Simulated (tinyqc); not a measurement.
Inputs raised by 5 %, one at a time: electromigration in a confined line: Blech product, Korhonen stress evolution and Black's law. Computed by tinyqc, a small Python program. Command: `OMP_NUM_THREADS=1 python tinyqc.py 3022941 3022942 out.jsonl emigr sens`. One thread of a shared host (Intel(R) Xeon(R) Processor @ 2.30GHz), about 0.01 s of CPU time with the checks.

The electron wind pushes atoms from the cathode (x = 0) to the anode (x = L); blocking ends build a back stress (tension positive). The input rho is taken not to change with temperature. d sigma/dt = d/dx [kappa (d sigma/dx + G)], with zero flux at both ends and sigma = 0 at t = 0.

Inputs (values chosen for the exercise, close to those used for copper lines):
```
quantity                      value          unit
resistivity rho                2.78  micro-ohm cm
atomic volume Omega            11.8    angstrom^3
effective charge number Z*      1.4             -
prefactor D0                6.1e-08         m^2/s
activation energy E           0.917            eV
effective modulus B              23           GPa
critical stress sigma_c         140           MPa
current density j               1.1       MA/cm^2
line length L                    73            um
test temperature T              250             C
use temperature T_u             110             C
use current density j_u        0.62       MA/cm^2
current exponent n              1.2             -
```

Start: stress-free.

Constants: e = 1.602176634e-19 C; k_B = 8.617333262e-05 eV/K; k_B = 1.380649e-23 J/K.

Method:
- G = Z* e rho j/Omega; D = D0 exp(-E/(k_B T)); kappa = D B Omega/(k_B T); drift velocity of an unconfined line v = D Z* e rho j/(k_B T). SI: 1 micro-ohm cm = 1e-8 ohm m, 1 MA/cm^2 = 1e10 A/m^2.
- Temperatures in kelvin are T(C) + 273.15.
- At steady state sigma(x) = G (L/2 - x). A void forms only if the cathode stress reaches sigma_c, that is if j L exceeds (j L)_c = 2 Omega (sigma_c)/(Z* e rho). Time scale tau = L^2/kappa.
- sigma(x, t) = G L [1/2 - x/L - 4 sum_(m odd) cos(m pi x/L) exp(-m^2 pi^2 s)/(m pi)^2], s = t/tau, summed to m = 399.
- Solve sigma(0, t) = sigma_c for s; the semi-infinite estimate is t = (pi/kappa) ((sigma_c)/(2 G))^2.
- Median life t50 = A j^(-n) exp(E/(k_B T)); acceleration factor = t50(use)/t50(test) = (j/j_u)^n exp[(E/k_B)(1/T_u - 1/T)].

Runs:
```
input moved                        from         to  nucleation time (h)  critical product (j L)_c (A/cm)  tau (h)  acceleration factor
base run                              -          -                 38.8                             5299      441                 3362
resistivity rho (micro-ohm cm)     2.78      2.919                 34.8                             5046      441                 3362
prefactor D0 (m^2/s)            6.1e-08  6.405e-08                 36.9                             5299      420                 3362
activation energy E (eV)          0.917    0.96285                107.2                             5299     1218                 4876
effective modulus B (GPa)            23      24.15                 36.9                             5299      420                 3362
critical stress sigma_c (MPa)       140        147                 43.3                             5563      441                 3362
current density j (MA/cm^2)         1.1      1.155                 34.8                             5299      441                 3565
```

Exponents ln(y'/y) / ln(x'/x):
```
input                    nucleation time  critical product (j L)_c     tau  acceleration factor
resistivity rho                   -2.196                        -1   0.000                0.000
prefactor D0                      -1.000                         0  -1.000                0.000
activation energy E               20.845                         0  20.845                7.617
effective modulus B               -1.000                         0  -1.000                0.000
critical stress sigma_c            2.275                         1   0.000                0.000
current density j                 -2.196                         0   0.000                1.200
```

To which inputs is each result most sensitive?

Among the inputs moved here: nucleation time answers most in size to activation energy E (exponent +20.845), next to critical stress sigma_c (+2.275). Its exponent -1.000 in prefactor D0: all times scale as 1/kappa. Its exponent -1.000 in effective modulus B: all times scale as 1/kappa. Critical product (j L)_c answers most in size to resistivity rho (exponent -1.000), and about equally to critical stress sigma_c (+1.000); its exponent is below 0.0005 for prefactor D0, activation energy E, effective modulus B, current density j. Its exponent -1.000 in resistivity rho: the field is rho j. tau answers most in size to activation energy E (exponent +20.845), next to prefactor D0 (-1.000); its exponent is below 0.0005 for resistivity rho, critical stress sigma_c, current density j. Acceleration factor answers most in size to activation energy E (exponent +7.617), next to current density j (+1.200); its exponent is below 0.0005 for resistivity rho, prefactor D0, effective modulus B, critical stress sigma_c.

Caution (all rows): j_u L lies below the critical product, so the acceleration factor is formal: at use the line would not void.
